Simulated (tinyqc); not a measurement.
The mobility curve: inversion-layer mobility, back-scattering and ballistic limit of a field-effect transistor. Computed by tinyqc, a small Python program. Command: `OMP_NUM_THREADS=1 python tinyqc.py 3031941 3031942 out.jsonl mos walk`. One thread of a shared host (Intel(R) Xeon(R) Processor @ 2.30GHz), about 0.01 s of CPU time with the checks.

The charge at the top of the source barrier is fixed by the gate; series resistance and short-channel effects are left out. F_j are Fermi integrals normalised to exp(eta) in the classical limit.

Inputs (values chosen for the exercise, modelled on a 4H-SiC n-channel): weight w of the inversion charge = 0.5; permittivity eps = 9.7; phonon mobility at 1 MV/cm and 300 K, mu_ph = 84 cm^2/(V s); roughness mobility at 1 MV/cm, mu_sr = 46 cm^2/(V s); Coulomb mobility at N_inv = 1e12/cm^2, mu_C = 40 cm^2/(V s); electrical oxide thickness t_inv = 4.6 nm; depletion charge N_dep = 3.2e+12 1/cm^2; temperature T = 200 K.

Statistics at the top of the barrier: Fermi-Dirac.

Constants: eps_0 = 8.8541878128e-12 F/m; e = 1.602176634e-19 C.

Method. N_inv = 3.9 eps_0 (V_G - V_T)/(e t_inv); effective field E_eff = e (N_dep + w N_inv)/(eps eps_0). mu_phonon = mu_ph (E_eff/1 MV/cm)^(-0.3) (T/300 K)^(-1.75); mu_rough = mu_sr (E_eff/1 MV/cm)^(-2); mu_Coulomb = mu_C (N_inv/1e12 cm^-2) (T/300 K); Matthiessen's rule adds 1/mu.

Mobilities (cm^2/(V s)):
```
V_G - V_T (V)  N_inv (1/cm^2)  E_eff (MV/cm)  phonon  roughness  Coulomb   total
0.03               1.4056e+11         0.6101  198.07     123.60     3.75   3.572
0.06               2.8112e+11         0.6232  196.81     118.45     7.50   6.807
0.12               5.6225e+11         0.6494  194.40     109.08    14.99  12.344
0.20               9.3708e+11         0.6844  191.36      98.22    24.99  18.042
0.35               1.6399e+12         0.7499  186.18      81.80    43.73  24.713
0.50               2.3427e+12         0.8155  181.56      69.17    62.47  27.800
0.75               3.5140e+12         0.9247  174.84      53.79    93.71  28.587
1.00               4.6854e+12         1.0340  169.08      43.03   124.94  26.911
1.50               7.0281e+12         1.2525  159.63      29.32   187.42  21.880
```

What follows from these numbers?

The lowest part is Coulomb from 0.0300 to 0.500, roughness from 0.750 to 1.50 V. The total peaks at 29 near E_eff = 0.92 MV/cm: screening lifts it at low density and the field presses it down at high density.

Extremes, crossings and ranges named in words are read from the listed rows.
